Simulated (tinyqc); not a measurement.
Pariser-Parr-Pople SCF with singles CI, for the molecule FC1=CC=CC=CC=N1 (SMILES; centres numbered as the heavy atoms are written), step by step. Computed by tinyqc, a small Python program that keeps every step. Settings: charge = 0, gamma = Ohno, start = huckel, damping = 0.5, iteration cap = 88, excitations kept = 6. Command: `OMP_NUM_THREADS=1 python tinyqc.py 31904 31905 out.jsonl` (the two numbers bound the seeds that draw the settings). One thread of a shared host (Intel(R) Xeon(R) Processor @ 2.60GHz), about 0.01 s of CPU time with the checks.

Centres (angstrom, eV; a flat drawing with bonds scaled to 1.40 angstrom):

| centre | x | y | core charge z | W | gamma_rr |
|---|---|---|---|---|---|
| 1F | 2.870000 | 0.000000 | 2 | 39.000000 | 21.400000 |
| 2C | 1.470000 | 0.000000 | 1 | 11.160000 | 11.130000 |
| 3C | 0.935000 | 1.293000 | 1 | 11.160000 | 11.130000 |
| 4C | -0.359000 | 1.829000 | 1 | 11.160000 | 11.130000 |
| 5C | -1.652000 | 1.293000 | 1 | 11.160000 | 11.130000 |
| 6C | -2.188000 | 0.000000 | 1 | 11.160000 | 11.130000 |
| 7C | -1.652000 | -1.293000 | 1 | 11.160000 | 11.130000 |
| 8C | -0.359000 | -1.829000 | 1 | 11.160000 | 11.130000 |
| 9N | 0.935000 | -1.293000 | 1 | 14.100000 | 12.300000 |

Resonance integrals (eV):

| i | j | beta |
|---|---|---|
| 1 | 2 | -2.100000 |
| 2 | 3 | -2.390000 |
| 3 | 4 | -2.390000 |
| 4 | 5 | -2.390000 |
| 5 | 6 | -2.390000 |
| 6 | 7 | -2.390000 |
| 7 | 8 | -2.390000 |
| 8 | 9 | -2.510000 |
| 9 | 2 | -2.510000 |

Stop when output and input P, before any damping, agree to 1e-7.

Course of the cycle:

| iteration | E (eV) | largest \|P(out) - P(in)\| |
|---|---|---|
| 1 | -152.84383208 | 8.97e-01 |
| 2 | -158.91766075 | 4.64e-01 |
| 3 | -161.94114942 | 2.44e-01 |
| 4 | -163.50985234 | 1.30e-01 |
| 5 | -164.33512860 | 7.58e-02 |
| 6 | -164.77040105 | 5.35e-02 |
| 7 | -164.99960729 | 3.74e-02 |
| 8 | -165.11998532 | 2.61e-02 |
| 9 | -165.18306084 | 1.82e-02 |
| 10 | -165.21606773 | 1.28e-02 |
| 11 | -165.23334509 | 9.01e-03 |
| ... | ... | ... |
| 78 | -165.25584940 | 4.63e-04 |
| 79 | -165.25585729 | 4.52e-04 |
| 80 | -165.25586480 | 4.41e-04 |
| 81 | -165.25587195 | 4.30e-04 |
| 82 | -165.25587877 | 4.20e-04 |
| 83 | -165.25588526 | 4.10e-04 |
| 84 | -165.25589144 | 4.00e-04 |
| 85 | -165.25589732 | 3.90e-04 |
| 86 | -165.25590293 | 3.81e-04 |
| 87 | -165.25590827 | 3.72e-04 |
| 88 | -165.25591335 | 3.63e-04 |

Can the last value be used, and what does the course show?

Not by the stop rule. Not converged within 88 iterations: the residual falls steadily but slowly, by a factor of about 0.98 a step. Reruns (cap 100 unless said): damping 0: not converged; the original settings with a cap of 400: not converged.
